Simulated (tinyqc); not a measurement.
# Formation energy of a charged point defect from supercell energies, step by step

A worked calculation. Computed by tinyqc, a small Python program that keeps every step. Command: `OMP_NUM_THREADS=1 python tinyqc.py 3021013 3021014 out.jsonl formation walk`. One thread of a shared host (Intel(R) Xeon(R) Processor @ 2.30GHz), about 0.01 s of CPU time with the checks. Intermediate numbers are printed to about 6 digits and carried at full precision; extremes and crossings named in words are read from the listed rows.

The host is a compound AB. Making the defect adds n_A = 0, n_B = -1 atoms to the cell. All total energies are inputs. E_F is counted from the valence-band maximum (VBM); x = 0 is A-rich and x = 1 B-rich growth.

Inputs (values chosen for the exercise, for a model compound AB): gap E_g = 3.13 eV; E_VBM of the host cell = 1.528 eV; potential alignment dV = -0.026 eV; dielectric constant eps = 7.7; cell length L = 9.78 angstrom; mu_B of the pure element = -3.25 eV; formation enthalpy dH of AB = -1.96 eV; growth condition x = 0.55; Fermi level E_F = 1.39 eV; temperature T = 1000 K; site density N_s = 3.2e+22 cm^-3.

Defect: vacancy of B. Supercell lattice: fcc.

charge states q: [1, 0, -1, -2]

E(defect, q) - E(host), in the order of q (eV): [5.109, 8.243, 9.941, 13.298]

Constants: e^2/(4 pi eps_0) = 14.39964548 eV angstrom; k_B = 8.617333262e-05 eV/K.

## Chemical potentials

dmu_A = x dH and dmu_B = (1 - x) dH, so that dmu_A + dmu_B = dH; mu = mu(element) + dmu. The reservoir term is sum n_i mu_i.

dmu_A = -1.078 eV

dmu_B = -0.882 eV

sum n_i mu_i = 4.132 eV

## Image-charge corrections

Image-charge correction of a point charge in a neutralising background: E_corr = q^2 alpha e^2/(4 pi eps_0) / (2 eps L), alpha = 2.888282 for a fcc array with L the cube root of the volume.

E_corr (eV): (q=+1) 0.27614, (q=0) 0.00000, (q=-1) 0.27614, (q=-2) 1.10457

Caution: the largest image-charge correction in these energies, q^2 alpha e^2/(8 pi eps_0 eps L) with alpha = 2.888282, exceeds a quarter of the gap; the point-charge term alone is then a rough estimate, usually too large for a charge that is spread out.

## Formation energies at E_F = 0

E_f(q, E_F) = [E(defect, q) - E(host)] - sum n_i mu_i + q (E_VBM + dV + E_F) + E_corr(q).

E_f(q, 0) (eV): (q=+1) 2.75514, (q=0) 4.11100, (q=-1) 4.58314, (q=-2) 7.26657

## Transition levels and the lower envelope

eps(q/q') = [E_f(q', 0) - E_f(q, 0)]/(q - q'). U of state q is eps(q/q-1) - eps(q+1/q). The stable state at each E_F is the lowest line E_f(q, 0) + q E_F.

One-electron levels above the VBM (eV):
```
level     energy  U of the state between this level and the next
(+1/0)   1.35586                                        -0.88372
(0/-1)   0.47214                                         2.21128
(-1/-2)  2.68342                                               -
```

Stable states:
```
q   from E_F (eV)  to E_F (eV)
+1        0.00000      0.91400
-1        0.91400      2.68342
-2        2.68342      3.13000
```

Stable in the gap, from the VBM up: +1, -1, -2. State 0 is never the lowest: its U is negative, so two such centres gain by exchanging an electron.

## The first and the last level

eps(q/q-1) = E_f(q - 1, 0) - E_f(q, 0).

level (+1/0) = 1.35586 eV

level (-1/-2) = 2.68342 eV

Caution: the one-electron levels are out of order (negative U): at least one middle charge state is skipped, and the transition past it moves two or more electrons at once.

## Concentrations at the given E_F and T

E_f(q, E_F) = E_f(q, 0) + q E_F. c_q = N_s exp(-E_f(q, E_F)/k_B T), with all degeneracy factors one and no vibrational entropy.

Charge states:
```
q   E_f (eV)  c_q (cm^-3)        share
+1   4.14514  4.11676e+01  1.59263e-05
0    4.11100  6.11817e+01  2.36690e-05
-1   3.19314  2.58479e+06  9.99960e-01
-2   4.48657  7.83160e-01  3.02976e-07
```

lowest formation energy = 3.19314 eV

total concentration = 2.58489e+06 cm^-3

mean charge = -0.999945 e

State -1 holds 100.0 % of the defects.

## Fermi level and growth conditions

Each entry is the lowest E_f over q.

Lowest formation energy (eV):
```
E_F (eV)  stable q  A-rich, x = 0  x = 0.5  B-rich, x = 1
0.000           +1        1.67714  2.65714        3.63714
0.391           +1        2.06814  3.04814        4.02814
0.782           +1        2.45914  3.43914        4.41914
1.174           -1        2.33114  3.31114        4.29114
1.565           -1        1.94014  2.92014        3.90014
1.956           -1        1.54914  2.52914        3.50914
2.348           -1        1.15714  2.13714        3.11714
2.739           -2        0.71057  1.69057        2.67057
3.130           -2       -0.07143  0.90857        1.88857
```

Going from A-rich to B-rich growth shifts every line by +1.960 eV and moves no transition level. The slope of the envelope is the stable charge, so E_f is highest at E_F = 0.782 eV of those listed, and it falls on both sides: the defect is amphoteric and compensates either doping. Under A-rich growth E_f turns negative for part of the gap, so in equilibrium E_F cannot enter that part.

## What the corrections do to the levels

Levels eps(q/q-1) with the terms q dV and E_corr left out or kept.

Levels above the VBM (eV):
```
level        raw  with alignment  with image charge  with both
(+1/0)   1.60600         1.63200            1.32986    1.35586
(0/-1)   0.17000         0.19600            0.44614    0.47214
(-1/-2)  1.82900         1.85500            2.65742    2.68342
```

Alignment moves every level by -dV = +0.026 eV. The image term moves eps(q/q-1) by (1 - 2q) E_corr(1): (+1/0) by -0.276, (0/-1) by +0.276, (-1/-2) by +0.828 eV, donor levels down and acceptor levels up. It adds 2 E_corr(1) = 0.552 eV to every U.

Checks made by the program: envelope against a direct minimum on a grid (relative difference below 1e-10).
